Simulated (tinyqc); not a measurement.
# Circuit elements from the admittance matrix

Inverse problem. Y belongs to a common-source circuit with y11 = i w (Cgs + Cgd), y12 = -i w Cgd, y21 = gm - i w Cgd, y22 = gds + i w (Cgd + Cd) and a resistance Rg in series with the gate; w = 2 pi f. Find Rg, Cgs + Cgd, Cgd, gm, gds and Cd.

Values chosen for this exercise: signal frequency f = 2 GHz.

Y with Rg (mS):
```
,1,2
1,0.001986325+0.343316048i,-0.000319893-0.055290180i
2,9.049911759-0.107652149i,0.307818484+0.139122719i
```

Solution. 1/Y11 = Rg + 1/(i w (Cgs + Cgd)) gives Rg; removing it from Z11 returns the inner y, whose parts are read off.

Rg = 16.9 ohm
Cgs + Cgd = 27.3 fF
Cgd = 4.40 fF
gm = 9.05 mS
gds = 0.308 mS
Cd = 6.00 fF

Program tinyqc, `OMP_NUM_THREADS=1 python tinyqc.py 2150043 2150044 out.jsonl`; Intel Xeon 2.30GHz, shared host, one thread, about 0.01 s.
